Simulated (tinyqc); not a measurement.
Inside a calculation. Method: plane-wave Kohn-Sham cycle with exchange-only LDA in a layered model solid. One step of it, computed by the program tinyqc.

Question. Iteration 2: Hamiltonian at one k. H(m,m') = (k + G_m)^2/2 delta + V(G_m - G_m'), with V(-G) = V(G).

A solid whose potential varies along x alone (atomic units):
```
parameter                      value
period a                    8.000000
cross-section of the cell  35.000000
electrons per cell                 4
grid points                       16
plane waves -n..n, n               3
k points                           1
V1 in V1 cos(2 pi x/a)     -0.570000
```

V(G_m), m = 0, 1, 2, ... (hartree): [-0.235008, -0.232723, 0.001610, 0.001597, 0.000356, 0.000103, 0.000051]

k = 0.000000 2 pi / a

Give: H.

Answer.

H (hartree), order -3, -2, -1, +0, +1, +2, +3:
```
[[2.5408, -0.2327, 0.0016, 0.0016, 0.0004, 0.0001, 0.0001],
 [-0.2327, 0.9987, -0.2327, 0.0016, 0.0016, 0.0004, 0.0001],
 [0.0016, -0.2327, 0.0734, -0.2327, 0.0016, 0.0016, 0.0004],
 [0.0016, 0.0016, -0.2327, -0.2350, -0.2327, 0.0016, 0.0016],
 [0.0004, 0.0016, 0.0016, -0.2327, 0.0734, -0.2327, 0.0016],
 [0.0001, 0.0004, 0.0016, 0.0016, -0.2327, 0.9987, -0.2327],
 [0.0001, 0.0001, 0.0004, 0.0016, 0.0016, -0.2327, 2.5408]]
```
